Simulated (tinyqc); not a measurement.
Which pair of peaks is best: composition and strain of an epitaxial Si(1-x)Ge(x) layer from Raman and X-ray peaks. Computed by tinyqc, a small Python program. Command: `OMP_NUM_THREADS=1 python tinyqc.py 3008597 3008598 out.jsonl epiraman walk`. One thread of a shared host (Intel(R) Xeon(R) Processor @ 2.30GHz), about 0.01 s of CPU time with the checks.

A (001) layer, biaxially strained in the plane. The Raman peaks follow empirical lines omega = w0 + c1 x + c3 x^3 + b eps (c3 for Si-Ge alone), with eps the in-plane strain.

Inputs (values chosen for the exercise, modelled on silicon-germanium):

| quantity | value | unit |
|---|---|---|
| Ge fraction x | 0.23 | - |
| Si-Si: c1 | -64.3 | 1/cm |
| Si-Si: strain coefficient b | -745 | 1/cm |
| Si-Ge: c1 | 24 | 1/cm |
| Si-Ge: c3 | -35.3 | 1/cm |
| Si-Ge: strain coefficient b | -574 | 1/cm |
| Ge-Ge: c1 | 19.1 | 1/cm |
| Ge-Ge: strain coefficient b | -464 | 1/cm |
| uncertainty of a Raman peak | 0.3 | 1/cm |

Substrate: germanium.

Method. For each pair invert J = [d omega/dx, d omega/d eps] at the true x. Independent errors of the given size in both peaks give sigma_x and sigma_eps = uncertainty x (norm of the rows of the inverse of J).

Error propagation:

| pair | det J | sigma_x | sigma_eps (per mille) |
|---|---|---|---|
| Si-Si and Si-Ge | 50.615 | 0.0055744 | 0.39641 |
| Si-Si and Ge-Ge | 44.0647 | 0.0059754 | 0.45667 |
| Si-Ge and Ge-Ge | 2.4268 | 0.091243 | 3.2784 |

What follows from these numbers?

The pair Si-Si and Si-Ge fixes x best (sigma_x = 0.0056) and Si-Ge and Ge-Ge worst (0.091), a factor 16. Strain moves all peaks the same way, so a good pair needs different ratios of composition slope to strain coefficient, best of opposite sign; the slopes here are -64.3, 18.4 and 19.1 per cm for Si-Si, Si-Ge and Ge-Ge. Errors in the coefficients themselves are not counted.

Extremes, crossings and ranges named in words are read from the listed rows.
